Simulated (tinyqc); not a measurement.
# Shape of the distribution and failure rate

For F(t) = 1 - exp(-(t/t63)^beta): mean t63 Gamma(1 + 1/beta), median t63 (ln 2)^(1/beta), deviation t63 sqrt(Gamma(1 + 2/beta) - Gamma(1 + 1/beta)^2), failure rate (beta/t63)(t/t63)^(beta - 1).

Parameters, values chosen for the exercise: characteristic time of a test capacitor t63 = 160 s.

Shape of the distribution and failure rate:
```
beta  mean (s)  median (s)  deviation/mean  rate at 0.01 t63 (1/s)  rate at t63 (1/s)
0.5      320.0       76.87           2.236                 0.03125           0.003125
0.7      202.5       94.78           1.462                 0.01742           0.004375
1        160.0       110.9           1.000                0.006250           0.006250
1.3      147.8       120.7          0.7757                0.002041           0.008125
1.7      142.8       129.0          0.6055                4.230e-4            0.01063
2.2      141.7       135.4          0.4798                5.474e-5            0.01375
3        142.9       141.6          0.3634                1.875e-6            0.01875
4        145.0       146.0          0.2805                2.500e-8            0.02500
```

What does the table show?

The relative spread falls from 2.24 to 0.281. For beta < 1 the rate falls with time (early failures), at 1 it is constant, 0.00625 1/s, and above 1 it grows (wear-out): the early rate goes from 10.0 times the rate at t63 to 1.00e-6 times.

Numbers from tinyqc (`OMP_NUM_THREADS=1 python tinyqc.py 2070015 2070016 out.jsonl`; about 0.01 s on one thread of a shared Intel Xeon 2.30GHz).
